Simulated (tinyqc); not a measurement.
Strained Delta valleys, repopulation and conductivity mass: two steps of the calculation.

A cubic crystal with three pairs of conduction valleys along x, y and z under uniaxial stress X along [110] (X > 0 is tension); current along [110]. Non-degenerate electrons, fixed total density, one relaxation time for all valleys and stresses, masses unchanged by strain, so the mobility goes as the mean inverse mass.

Parameters, values chosen for the exercise; values close to those of silicon:
- T = 273 K (temperature)
- Xu = 8.9 eV (shear deformation potential)
- ml = 0.93 m0 (longitudinal mass)
- mt = 0.183 m0 (transverse mass)

Constants: q = 1.602176634e-19 C, kB = 1.380649e-23 J/K, Vt = kB T/q. Results are converted to the units shown.

Problem 1. Valley shifts and shares. Valley shift dE = Xu (n.e.n - trace(e)/3) with n the valley axis; share f proportional to exp(-dE/Vt).

strain (%):
```
,x,y,z
x,-0.48790000,-0.54400000,0.00000000
y,-0.54400000,-0.48790000,0.00000000
z,0.00000000,0.00000000,0.36890000
```

Find: dE; share f.

Solution 1.

```
valley,dE (meV),share f
x,-25.418,0.49041
y,-25.418,0.49041
z,50.837,0.01918
```

The splitting is 76.3 meV, 3.2 Vt.

Problem 2. Conductivity mass and mobility. Inverse mass along the current d = [110]: (n.d)^2/ml + (1 - (n.d)^2)/mt; mu/mu0 = sum f (1/m) over the plain mean of 1/m.

share f, valley x to z: [0.49041034, 0.49041034, 0.01917932]

Give: 1/m along d; conductivity mass; unstrained value; mu/mu0.

Solution 2.

1/m along d, valley x to z (1/m0): [3.270, 3.270, 5.464]
conductivity mass = 0.3019 m0
unstrained value = 0.2499 m0
mu/mu0 = 0.8277

The possible range, all electrons in one kind of valley, is 0.817 to 1.37.

Range of the model: Shear strain also changes the transverse masses of these valleys, which is left out.

tinyqc, about 0.01 s, one thread, Intel Xeon 2.30GHz (shared host): `OMP_NUM_THREADS=1 python tinyqc.py 2530063 2530064 out.jsonl`
